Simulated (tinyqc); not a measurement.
Classical Heisenberg spin chain: exact results, Metropolis, heat-bath and over-relaxation steps, and a Monte Carlo run. Changing the temperature T. Computed by tinyqc, a small Python program. Command: `OMP_NUM_THREADS=1 python tinyqc.py 3130573 3130574 out.jsonl heismc sweep`. One thread of a shared host (Intel(R) Xeon(R) Processor @ 2.30GHz), about 0.01 s of CPU time with the checks.

E = -J sum_i s_i . s_(i+1) for unit vectors s_i on an open chain; K = J/(k_B T).

Inputs (values chosen for the exercise, for a model chain of large moments): coupling J = 4.9 meV; moment mu = 4.2 mu_B.

Constants: k_B = 8.617333262e-05 eV/K; mu_B = 5.7883818060e-05 eV/T.

Method. Each bond angle is independent, so u = <s_i . s_(i+1)> = coth K - 1/K, <s_i . s_(i+n)> = u^n, correlation length xi = -1/ln|u|, energy per bond -J u, heat capacity per bond c/k_B = 1 - K^2/sinh^2 K, and for the long chain chi = mu^2 (1 + u)/(3 k_B T (1 - u)) per spin.

One run for each value:
```
temperature T (K)  chi (mu_B/T per spin)  xi (sites)  heat capacity (k_B/bond)       u
2.94                           5.062e+01       18.84                     1.000  0.9483
5.06                           1.676e+01       10.73                     1.000  0.9110
8.72                           5.454e+00        6.01                     1.000  0.8467
15.00                          1.741e+00        3.28                     0.971  0.7372
25.90                          5.561e-01        1.78                     0.755  0.5696
44.60                          1.995e-01        1.05                     0.403  0.3851
76.70                          8.375e-02        0.70                     0.165  0.2385
132.00                         3.981e-02        0.51                     0.060  0.1418
228.00                         2.045e-02        0.40                     0.020  0.0828
392.00                         1.110e-02        0.33                     0.007  0.0483
```

Over the rows, chi (mu_B/T per spin) falls from 50.6 to 0.0111 (exponent d ln y / d ln x -2.0 between the first rows and -1.1 between the last); xi (sites) falls from 18.8 to 0.330 (exponent d ln y / d ln x -1.0 between the first rows and -0.36 between the last); heat capacity (k_B/bond) falls from 1.00 to 0.00698. At the low end the exponent of chi is -2.04, close to -2: chi goes as xi/T with xi as 1/T. At the low end the exponent of xi is -1.04, close to -1: xi grows as K.
